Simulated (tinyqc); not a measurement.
Overlap of hydrogenic dopants: pairs, impurity band and the Mott density: one step. The pair with two electrons (two-site Hubbard model). Five cases, with inputs chosen for the exercise.

Task: t is the hopping between the two dopants. Singlet at (u - sqrt(u^2 + 16 t^2))/2 below the triplet at 0; estimate 4 t^2/u; weight of double occupancy (1 - u/sqrt(u^2 + 16 t^2))/2; swap time pi hbar/Jx with Jx the splitting in eV. t and u are in units of Ry*.

Constants: hbar = 6.58211957e-16 eV s.

Case 1.

Values chosen (out of a larger set: an isotropic mass and dielectric constant of the size used for acceptors in Si; not measured data): u = 1.25 Ry* (cost of a second electron on one dopant).

t = 0.0224370 Ry*
Ry* = 41.97446 meV

Case 2.

Values chosen (out of a larger set: an isotropic mass and dielectric constant of the size used for donors in Si; not measured data): u = 0.945 Ry* (cost of a second electron on one dopant).

t = 0.2211370 Ry*
Ry* = 30.01621 meV

Case 3.

Values chosen (out of a larger set: an isotropic mass and dielectric constant of the size used for donors in SiC; not measured data): u = 0.945 Ry* (cost of a second electron on one dopant).

t = 0.0310145 Ry*
Ry* = 60.30224 meV

Case 4.

Values chosen (out of a larger set: an isotropic mass and dielectric constant of the size used for donors in GaN; not measured data): u = 0.945 Ry* (cost of a second electron on one dopant).

t = 0.0791109 Ry*
Ry* = 34.50303 meV

Case 5.

Values chosen (out of a larger set: an isotropic mass and dielectric constant of the size used for donors in GaAs; not measured data): u = 1.25 Ry* (cost of a second electron on one dopant).

t = 0.1657600 Ry*
Ry* = 6.18243 meV

Give: singlet-triplet splitting; double occupancy; swap time.

Result:

Case 1.

singlet-triplet splitting (meV): exact 0.06753, 4 t^2/u 0.06762

double occupancy = 0.0013
swap time = 30.6 ps

The estimate is 0.1 % too high at 4t/u = 0.07.

Case 2.

singlet-triplet splitting (meV): exact 5.244, 4 t^2/u 6.213

double occupancy = 0.1350
swap time = 0.394 ps

The estimate is 18.5 % too high at 4t/u = 0.94.

Case 3.

singlet-triplet splitting (meV): exact 0.2445, 4 t^2/u 0.2455

double occupancy = 0.0043
swap time = 8.46 ps

The estimate is 0.4 % too high at 4t/u = 0.13.

Case 4.

singlet-triplet splitting (meV): exact 0.8897, 4 t^2/u 0.9140

double occupancy = 0.0259
swap time = 2.32 ps

The estimate is 2.7 % too high at 4t/u = 0.33.

Case 5.

singlet-triplet splitting (meV): exact 0.5099, 4 t^2/u 0.5436

double occupancy = 0.0583
swap time = 4.06 ps

The estimate is 6.6 % too high at 4t/u = 0.53.

Computed by tinyqc, one run a case: `OMP_NUM_THREADS=1 python tinyqc.py N N+1 out.jsonl` with N = 1450179, 1450426, 1450435, 1450480, 1450557; one thread of a shared Intel(R) Xeon(R) Processor @ 2.30GHz, about 0.01 s a run at most.
